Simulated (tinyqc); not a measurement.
Interface traps from C-V curves, high-low and Terman methods: two steps of the calculation.

MOS capacitor on an n-type substrate; psi is the band bending, negative in depletion; only majority carriers are counted. At the bending psi the Fermi level lies y = xi - psi below the conduction edge at the surface, xi = Vt ln(Nc/Nd). Dit(y) = D0 + D1 exp(-y/E1); traps fill up to the Fermi level, follow the bias and a slow signal, and do not follow a fast one. V is the gate voltage from flat band.

Constants: q = 1.602176634e-19 C. Results are converted to the units shown.

Question 1. High-low extraction. q Dit = (1/C_LF - 1/Cox)^(-1) - (1/C_HF - 1/Cox)^(-1) at each point.

```
point  C_HF (nF/cm^2)  C_LF (nF/cm^2)
0           23.544825       255.81133
1           25.349971       257.80732
2           27.651724       262.14911
3           30.731156       273.31093
4           35.159577       303.97328
5           42.350622       383.47002
6           57.268619       545.01773
7           110.27435       748.94095
```

Cox = 986.60950 nF/cm^2

Wanted: Dit by high-low.

Answer 1.

Dit by high-low, point 0 to 7 (cm^-2 eV^-1): 2.0050e12  2.0159e12  2.0507e12  2.1615e12  2.5145e12  3.6390e12  7.2207e12  1.8630e13

Question 2. Terman extraction. psi at each point follows from C_HF and the ideal curve. Dit = (Cox/q) d(V - V0)/dpsi by central differences over the two neighbours.

```
point      psi (V)       V0 (V)       V (V)
0      -0.85000000  -0.89029723  -1.5651531
1      -0.73414286  -0.77150041  -1.4085504
2      -0.61828571  -0.65245159  -1.2513080
3      -0.50242857  -0.53307211  -1.0925003
4      -0.38657143  -0.41323126  -0.9292984
5      -0.27071429  -0.29267944  -0.7528581
6      -0.15485714  -0.17080436  -0.5351894
7      -0.03900000  -0.04509712  -0.1865761
```

Cox = 986.60950 nF/cm^2

Find: Dit by Terman.

Answer 2.

Dit by Terman, point 1 to 6 (cm^-2 eV^-1): 2.020e12  2.063e12  2.200e12  2.638e12  4.031e12  8.470e12

The differences overstate the curved tail; the largest error is 17 %, at point 6.

Computed by the program tinyqc: `OMP_NUM_THREADS=1 python tinyqc.py 2030019 2030020 out.jsonl`, one thread of a shared Intel Xeon 2.30GHz, about 0.01 s for the whole run.
